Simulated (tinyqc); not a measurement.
X-ray photoelectron analysis of a thin oxide on a semiconductor: attenuation lengths, thickness, angle series and band offsets: one step, computed by the program tinyqc.

The same element is seen in the oxide and in the substrate, at nearly the same kinetic energy; films are flat and uniform, and the work function is ignored.

Problem. Peak ratio. R_0 = (rho_o/M_o) L_o/((rho_s/M_s) L_s); peak ratio R = I_ox/I_sub = R_0 [exp(d/(L_o cos theta)) - 1]; hence d = L_o cos theta ln(1 + R/R_0). A carbon layer weakens both peaks alike, by exp(-d_C/(L_o cos theta)) if its L is taken equal to L_o. This R_0 leaves out intrinsic losses from the substrate peak, so calibrated values can be larger.

Inputs (values chosen for the exercise, modelled on SiO2 on 4H-SiC): oxide density = 2.23 g/cm^3; oxide formula mass = 60.08 g/mol; substrate density = 3.21 g/cm^3; substrate formula mass = 40.1 g/mol; oxide thickness d = 0.6 nm; emission angle from the normal = 55 degrees; carbon overlayer = 0.21 nm.

L in the oxide = 3.617807 nm

L in the substrate = 2.714701 nm

Give: R_0; d/(L_o cos theta); ratio R; oxide share of the counts; attenuation by carbon; depth 3 L_o cos theta.

Solution.

R_0 = 0.6179

d/(L_o cos theta) = 0.2891

ratio R = 0.2072

oxide share of the counts = 0.1716

attenuation by carbon = 0.9038

depth 3 L_o cos theta = 6.225 nm
